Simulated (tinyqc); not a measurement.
Bias dependence of the times: oxide trap near a transistor channel: two-state multiphonon kinetics, telegraph noise and bias instability. Computed by tinyqc, a small Python program. Command: `OMP_NUM_THREADS=1 python tinyqc.py 3031567 3031568 out.jsonl oxidetrap walk`. One thread of a shared host (Intel(R) Xeon(R) Processor @ 2.30GHz), about 0.01 s of CPU time with the checks.

An n-channel device under positive gate bias. The trap is empty (state 1) or holds an electron (state 2); both states are parabolas of equal curvature, and the electron reservoir is taken at the Fermi level of the channel.

Inputs (values chosen for the exercise, with an insulator like SiO2 on silicon):

| quantity | value | unit |
|---|---|---|
| trap depth x from the interface | 0.35 | nm |
| tunnel barrier phi_b | 3.25 | eV |
| tunnelling mass m_ox | 0.45 | m_0 |
| trap level above E_F at zero field E_t | 0.3 | eV |
| relaxation energy E_R | 1.1 | eV |
| oxide field F | 5.3 | MV/cm |
| attempt rate k_0 at the interface | 6e+11 | 1/s |
| temperature T | 400 | K |

Parts treated: one trap.

Constants: hbar^2/(2 m_0) = 3.80998212 eV angstrom^2; k_B = 8.617333262e-05 eV/K.

Method. kappa = sqrt(2 m_ox phi_b)/hbar = sqrt(m_ox phi_b/(hbar^2/2m_0)); attenuation length lambda = 1/(2 kappa); factor exp(-x/lambda) for a rectangular barrier. E_21 = E_t - e F x is the energy of state 2 over state 1; barriers E_c = (E_R + E_21)^2/(4 E_R), E_e = E_c - E_21; tau_c = exp(E_c/k_B T)/(k_0 P), tau_e = exp(E_e/k_B T)/(k_0 P), P the tunnelling factor; occupation f_2 = tau_e/(tau_c + tau_e); 1/tau_0 = 1/tau_c + 1/tau_e.

tunnelling factor = 0.0130763

Against field:

| F (MV/cm) | E_21 (eV) | tau_c (s) | tau_e (s) | f_2 |
|---|---|---|---|---|
| 0.00 | 0.30000 | 5.2221e-05 | 8.6698e-09 | 1.6599e-04 |
| 1.59 | 0.24435 | 1.9077e-05 | 1.5916e-08 | 8.3361e-04 |
| 3.18 | 0.18870 | 7.2599e-06 | 3.0438e-08 | 4.1751e-03 |
| 4.24 | 0.15160 | 3.8999e-06 | 4.7971e-08 | 1.2151e-02 |
| 5.30 | 0.11450 | 2.1334e-06 | 7.6990e-08 | 3.4831e-02 |
| 6.36 | 0.07740 | 1.1884e-06 | 1.2582e-07 | 9.5741e-02 |
| 7.95 | 0.02175 | 5.1119e-07 | 2.7199e-07 | 3.4728e-01 |

What does the comparison show, and why?

ln(tau_c/tau_e) falls by e x/k_B T = 1.015 per MV/cm, which measures the depth x if the change of surface potential with bias is left aside. Over these rows tau_c shortens by 2.01 decades and tau_e lengthens by 1.50; the shares differ because E_21 is not small against E_R.
